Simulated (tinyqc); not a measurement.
# Changing the initial oxide x_i

Model: Deal-Grove kinetics of thermal oxidation of silicon. Computed by tinyqc, a small Python program. Command: `OMP_NUM_THREADS=1 python tinyqc.py 3031456 3031457 out.jsonl oxide sweep`. One thread of a shared host (Intel(R) Xeon(R) Processor @ 2.30GHz), about 0.2 s of CPU time with the checks.

Oxidant diffuses through the oxide and reacts at the interface, so that dx/dt = B/(A + 2x) for the oxide thickness x.

Inputs (values chosen for the exercise, close to those used for silicon):
```
quantity,value,unit
prefactor B0,746,um^2/h
activation energy E_B,1.24,eV
prefactor (B/A)0,4.03e+06,um/h
activation energy E_A,1.99,eV
temperature T,850,C
oxidant pressure p,10,atm
pressure exponent m of B/A,0.73,-
time t,9.7,h
```

Ambient: dry oxygen. Surface: (100).

Constants: k_B = 8.617333262e-05 eV/K.

Method:
- B = B0 p exp(-E_B/(k_B T)), B/A = (B/A)0 p^m exp(-E_A/(k_B T)), p in atm; A = B/(B/A).
- Temperatures in kelvin are T(C) + 273.15.
- tau = (x_i^2 + A x_i)/B and x = (A/2) [sqrt(1 + 4 B (t + tau)/A^2) - 1], the root of x^2 + A x = B (t + tau).
- Silicon consumed is 0.44 times the oxide grown; the rate is B/(A + 2x).

One run for each value:
```
initial oxide x_i (um),oxide thickness x (um),silicon consumed (um),tau (h)
0.002,0.19927,0.086800,7.8759e-02
0.0047,0.20109,0.086410,1.8571e-01
0.011,0.20535,0.085512,4.3804e-01
0.026,0.21563,0.083436,1.0545e+00
0.061,0.24034,0.078910,2.5790e+00
0.14,0.29936,0.070119,6.4624e+00
0.34,0.46318,0.054201,1.9035e+01
0.8,0.87964,0.035039,6.2870e+01
```

What does the table show, and why?

Over the rows, oxide thickness x (um) rises from 0.199 to 0.880 (exponent d ln y / d ln x 0.011 between the first rows and 0.75 between the last); silicon consumed (um) falls from 0.0868 to 0.0350 (exponent d ln y / d ln x -0.0053 between the first rows and -0.51 between the last); tau (h) rises from 0.0788 to 62.9 (exponent d ln y / d ln x 1.0 between the first rows and 1.4 between the last). The oxide grown, x - x_i, falls from 0.197 to 0.0796 um: an existing film lengthens the diffusion path.

Caution (rows 0.00200, 0.00470, 0.0110): dry oxides grow faster than Deal-Grove predicts below about 0.03 um, so a start from a thinner film underestimates the thickness (a common remedy is x_i = 0.025 um).
